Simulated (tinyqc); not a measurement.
Comparisons within one model: donor near an oxide interface in a gate field (two-state model). A value that a table varies takes the place of the one given here.

Interface at z = 0 (hard wall), donor at z = d, field F pulling electrons to the interface: potential e F z; 1 kV/cm = 1e-5 eV/angstrom, c = hbar^2/2m0, q = e^2/(4 pi eps0), Q = (eps - eo)/(eps + eo). Donor state: E_D = e F d - ED - q Q/(4 eps d), the last term joining the images of ion and electron. Interface state: z exp(-b z/2) exp(-rho^2/(2 L^2)) with E_z = c b^2/(4 mz) + 3 e F/b + q Q b/(8 eps), minimised over b; in the plane at z = 3/b the ion (distance D = d - 3/b) and its image (D' = d + 3/b) give E_rho = c/(mt L^2) - (q/eps)(sqrt(pi)/L)[erfcx(D/L) + Q erfcx(D'/L)], erfcx(x) = exp(x^2) erfc(x), minimised over L. E_I = E_z + E_rho.

The two states couple by t = t0 exp(-D/aD) with t0 = q/(eps aD) (2 aD/L) sqrt(aD b/2) v, v a valley factor; this form is an estimate. With detuning u = E_D - E_I the splitting is sqrt(u^2 + 4 t^2) and the lower state has weight (1 - u/sqrt(u^2 + 4 t^2))/2 on the donor.

Constants: hbar^2/2m0 = 3.80998211 eV angstrom^2; e^2/(4 pi eps0) = 14.39964547 eV angstrom.

Parameters, chosen for this exercise (near those of a donor in Si below SiO2, static dielectric constants; not measured data): d = 150 angstrom (depth of the donor); ED = 54 meV (bulk binding energy); mz = 0.932 m0 (mass across the interface); mt = 0.185 m0 (mass in the plane); eps = 11.3 (dielectric constant of the semiconductor); eo = 3.9 (dielectric constant of the oxide); aD = 20.8 angstrom (donor radius); v = 0.47 (valley factor); Fl = (50.831, 51.236, 51.399, 51.48, 51.561, 51.723, 52.129) kV/cm (fields); dl = (65, 90, 120, 155, 200, 250) angstrom (depths).

## Sweeping the field

Both levels, the splitting, the donor weight and the mean depth w d + (1 - w) 3/b.

Results:
```
F (kV/cm)  E_D (meV)  E_I (meV)  splitting (meV)  donor weight  mean depth (angstrom)
50.831        21.213     21.935            0.728         0.996                  149.6
51.236        21.820     22.092            0.287         0.974                  147.1
51.399        22.065     22.155            0.128         0.851                  133.2
51.480        22.186     22.186           0.0913         0.499                   93.6
51.561        22.308     22.217            0.129         0.148                   54.1
51.723        22.551     22.279            0.286         0.026                   40.3
52.129        23.160     22.435            0.730         0.004                   37.7
```

E_D rises by 1.50 and E_I by 0.39 meV per kV/cm, so they cross once, near 51.5 kV/cm, where the splitting is 2t = 0.0913 meV. The donor weight passes from 0.85 to 0.15 while the detuning goes from -2t to 2t, a window of 0.16 kV/cm or 0.32 % of the field; across the table the charge moves by 112 angstrom.

## Depth of the donor

Critical field, and the coupling, E_rho and L at that field.

Results:
```
d (angstrom)  critical field (kV/cm)  e F d/ED  t (meV)  E_rho (meV)  L (angstrom)
65                             149.7     1.801      3.3       -20.54            60
90                              97.0     1.616     0.90       -15.52            75
120                             67.5     1.500     0.20       -12.04            92
155                             49.5     1.421    0.036        -9.58           110
200                             36.7     1.358   0.0040        -7.60           131
250                             28.3     1.312  0.00037        -6.20           154
```

The critical field falls from 150 to 28 kV/cm, with exponent -1.24 in d, while t drops by a factor 9e+03, about e for each 21 angstrom at the end (aD = 20.8). One lattice plane (1.36 angstrom) of misplacement changes t by 6 % and the critical field by about 1.4 % at 120 angstrom.

## What each parameter does

Critical field (E_D = E_I), and t and L there. Each row changes one parameter from the base and keeps the others.

Results:
```
case                critical field (kV/cm)  t (meV)  L (angstrom)
base                                  51.5   0.0456         107.2
d = 165 angstrom                      46.0   0.0220         114.6
ED = 60 meV                           56.8   0.0433         107.7
aD = 22.9 angstrom                    51.5   0.0786         107.2
mz = 0.792 m0                         52.4   0.0481         106.6
mt = 0.213 m0                         51.3   0.0482         101.7
eo = 5.8                              50.2   0.0426         110.0
eps = 12                              51.9   0.0418         109.4
```

The largest shifts from the base row, up to three for each result and ties (the steps differ in size, so this ranks the rows, not the parameters). critical field (kV/cm): d -5.5, ED +5.3, eo -1.3; unchanged at the printed digits by aD. t (meV): aD +0.0330, d -0.0237, eps -0.00378. L (angstrom): d +7.4, mt -5.5, eo +2.8; unchanged at the printed digits by aD.

(tinyqc, `OMP_NUM_THREADS=1 python tinyqc.py 1251412 1251413 out.jsonl`, Intel(R) Xeon(R) Processor @ 2.30GHz, 1 thread, shared host, about 0.08 s.)
